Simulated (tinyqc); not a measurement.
Energy against coordination: Gupta-type many-body potential for a metal. Computed by tinyqc, a small Python program. Command: `OMP_NUM_THREADS=1 python tinyqc.py 3011243 3011244 out.jsonl gupta walk`. One thread of a shared host (Intel(R) Xeon(R) Processor @ 2.30GHz), about 0.02 s of CPU time with the checks.

E_i = sum_j A exp(-p (r_ij/r0 - 1)) - xi rho_i^gamma, with rho_i = sum_j exp(-2 q (r_ij/r0 - 1)); gamma = 1/2 is the tight-binding second-moment form. The crystal is fcc unless stated; d is the neighbour distance and a fixed number of shells is kept.

Inputs (values chosen for the exercise, for a model metal): repulsion A = 0.0832 eV; hopping xi = 1.48 eV; decay p = 10.8; decay q = 2.32; reference distance r0 = 2.556 angstrom; embedding exponent gamma = 0.45.

Method. Nearest neighbours only, z equal bonds relaxed to their best length: r/r0 = 1 + ln[A p z^(1 - gamma)/(2 q gamma xi)]/(p - 2 q gamma), E = z A exp(-p (r/r0 - 1)) - xi [z exp(-2 q (r/r0 - 1))]^gamma.

Relaxed bonds:
```
z   r (angstrom)  E per atom (eV)  E/z (eV)
1         2.1936          -1.6052   -1.6052
2         2.3055          -2.0013   -1.0006
3         2.3709          -2.2769   -0.7590
4         2.4173          -2.4951   -0.6238
6         2.4827          -2.8387   -0.4731
8         2.5291          -3.1108   -0.3889
9         2.5482          -3.2296   -0.3588
12        2.5946          -3.5392   -0.2949
```

What follows from these numbers?

Bonds lengthen from 2.194 to 2.595 angstrom between z = 1 and 12, and |E| grows as z^0.318, the exponent gamma (p - 2q)/(p - 2 q gamma) = 0.318; pair bonds would give z^1 at a fixed length.

Extremes, crossings and ranges named in words are read from the listed rows.
